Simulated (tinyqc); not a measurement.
Changing the density rho_2: longitudinal sound in a periodic multilayer: transfer matrices, stop bands and folded phonons. Computed by tinyqc, a small Python program. Command: `OMP_NUM_THREADS=1 python tinyqc.py 3022266 3022267 out.jsonl multilayer sweep`. One thread of a shared host (Intel(R) Xeon(R) Processor @ 2.30GHz), about 0.01 s of CPU time with the checks.

Layers 1 and 2 repeat with period d = d_1 + d_2; waves travel normal to the layers, without loss. State vector (u, s): displacement u and stress divided by omega. Impedances Z = rho v are in 1e6 kg/(m^2 s).

Inputs (values chosen for the exercise, modelled on silica (layer 1), tungsten (layer 2) and silica (substrate)):
```
quantity            value    unit
density rho_1        2.16  g/cm^3
velocity v_1         5910     m/s
thickness d_1         677      nm
velocity v_2         5300     m/s
thickness d_2         592      nm
substrate density     2.2  g/cm^3
substrate velocity   5950     m/s
periods N               4       -
```

Method:
- Z = rho v; interface reflection r = (Z_2 - Z_1)/(Z_2 + Z_1) (stress amplitude, from 1 into 2); Bragg frequency f_B = 1/[2 (d_1/v_1 + d_2/v_2)]; long-wave velocity v_eff = d/sqrt[(d_1/v_1)^2 + (d_2/v_2)^2 + (Z_1/Z_2 + Z_2/Z_1)(d_1/v_1)(d_2/v_2)].
- A layer maps (u, s) by [[cos p, sin p/Z], [-Z sin p, cos p]], p = 2 pi f d_i/v_i; one period is M = M_2 M_1, and cos(q d) = trace(M)/2.
- For N periods A = M^N. A wave comes from a thick layer of material 1 and leaves into the substrate (Z_s): transmitted power T = 4 Z_1 Z_s/|Z_1 A_22 + Z_s A_11 - i (Z_1 Z_s A_12 - A_21)|^2, reflected power R = 1 - T.
- Gap m contains m f_B; its edges, where trace(M)/2 = (-1)^m, are found by root search. Weak-contrast estimate of the width: (4 f_B/pi) |r sin(m pi a)|, a = (d_1/v_1)/(d_1/v_1 + d_2/v_2).

One run for each value; columns: (1) density rho_2 (g/cm^3); (2) width/f_B (%); (3) transmitted power at f_B; (4) interface reflection r; (5) long-wave velocity v_eff (m/s):
```
(1)       (2)         (3)      (4)     (5)
2.65     6.08  8.7504e-01  0.04772  5602.5
3.73    27.62  1.1672e-01  0.21526  5477.4
5.24    48.27  8.1496e-03  0.37018  5210.4
7.38    67.81  5.2864e-04  0.50788  4831.7
10.40   85.76  3.4009e-05  0.62391  4383.4
14.60  101.72  2.2550e-06  0.71678  3911.2
20.50  115.87  1.4929e-07  0.78972  3441.0
28.90  128.38  9.5704e-09  0.84614  2989.5
```

Over the rows, width/f_B (%) rises from 6.08 to 128 (exponent d ln y / d ln x 4.4 between the first rows and 0.30 between the last); transmitted power at f_B falls from 0.875 to 9.57e-9 (exponent d ln y / d ln x -5.9 between the first rows and -8.0 between the last); interface reflection r rises from 0.0477 to 0.846 (exponent d ln y / d ln x 4.4 between the first rows and 0.20 between the last). Contrast widens the gap and deepens it; it also slows long waves, since the soft layer sets the stiffness and the heavy one the mass.

Caution (rows 20.5, 28.9): so small a transmitted power at f_B holds only for perfect layers and strictly normal incidence.
